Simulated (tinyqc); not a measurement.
# From one set of inputs to another, one input at a time

Model: two-dimensional dopant profile at a mask edge: lateral junction, overlap and effective channel length. Computed by tinyqc, a small Python program. Command: `OMP_NUM_THREADS=1 python tinyqc.py 3009781 3009782 out.jsonl lateral ladder`. One thread of a shared host (Intel(R) Xeon(R) Processor @ 2.30GHz), about 0.01 s of CPU time with the checks.

Ions enter for y < 0; the mask (spacer, then gate) covers y > 0. x is the depth. The surface reflects dopant during the anneal.

The inputs printed are set A. Inputs not listed in the table keep their values of set A, so the rows need not describe a real material.

Inputs (values chosen for the exercise, modelled on a source-drain extension in silicon): dose Q = 1.8e+14 1/cm^2; projected range R_p = 13 nm; vertical straggle = 4.9 nm; lateral straggle = 3.9 nm; anneal budget D t = 1e-13 cm^2; channel doping C_B = 2.3e+17 1/cm^3; gate length L_g = 75 nm; offset spacer = 4.9 nm; oxide thickness = 1.9 nm.

Constants: eps_0 = 8.8541878128e-12 F/m.

Method:
- Widths s_x^2 = (vertical straggle)^2 + 2 D t, s_y^2 = (lateral straggle)^2 + 2 D t. C(x, y) = V(x) (1/2) erfc(y/(sqrt2 s_y)), V(x) = Q/(sqrt(2 pi) s_x) [exp(-(x - R_p)^2/(2 s_x^2)) + exp(-(x + R_p)^2/(2 s_x^2))]; 1 nm = 1e-7 cm.
- The vertical junction far from the mask solves V(x) = C_B.
- The lateral junction at depth x solves C = C_B: y_j(x) = sqrt2 s_y erfc^-1(2 C_B/V(x)). Overlap under the gate = y_j(0) - spacer; metallurgical channel L_met = L_g - 2 overlap (tails from the two sides are not added).
- Abruptness at y_j(0) in nm per decade = ln(10) s_y sqrt(pi/2) exp(u^2) erfc(u), u = y_j/(sqrt2 s_y). Overlap capacitance per width = 3.9 eps_0 overlap/t_ox (zero if there is no overlap).

Each row keeps all changes above it:
```
input moved                     from       to  vertical junction x_j (nm)  lateral abruptness (nm/decade)  ratio y_j(0)/x_j
set A                              -        -                      36.274                          4.9280           0.39993
offset spacer (nm)               4.9      5.6                      36.274                          4.9280           0.39993
channel doping C_B (1/cm^3)  2.3e+17  2.6e+17                      36.041                          5.0010           0.39518
dose Q (1/cm^2)              1.8e+14  1.9e+15                      40.172                          3.9757           0.46746
vertical straggle (nm)           4.9      3.6                      36.717                          4.1423           0.48750
gate length L_g (nm)              75       39                      36.717                          4.1423           0.48750
anneal budget D t (cm^2)       1e-13  1.4e-14                      29.750                          3.8525           0.31144
lateral straggle (nm)            3.9      3.1                      29.750                          3.1979           0.25852
```

Where does the difference come from?

Vertical junction x_j goes from 36.3 to 29.8, a factor 0.820 in all. The largest single move comes from anneal budget D t (a factor 0.810), and dose Q works against it (a factor 1.11). Lateral abruptness goes from 4.93 to 3.20, a factor 0.649 in all. The largest single move comes from dose Q (a factor 0.795), and vertical straggle works against it (a factor 1.04). Ratio y_j(0)/x_j goes from 0.400 to 0.259, a factor 0.646 in all. The largest single move comes from anneal budget D t (a factor 0.639), and dose Q works against it (a factor 1.18). The single moves hold for this order of the switches; the total does not depend on the order.

Caution (all rows): the profile peaks below the surface, where the junction reaches further under the gate than y_j(0); the overlap given is the one at the surface. Caution (rows dose Q, vertical straggle, gate length L_g, anneal budget D t, lateral straggle): the peak exceeds usual solubilities, so part of the dose is inactive and diffusion is concentration dependent.

Extremes, crossings and ranges named in words are read from the listed rows.
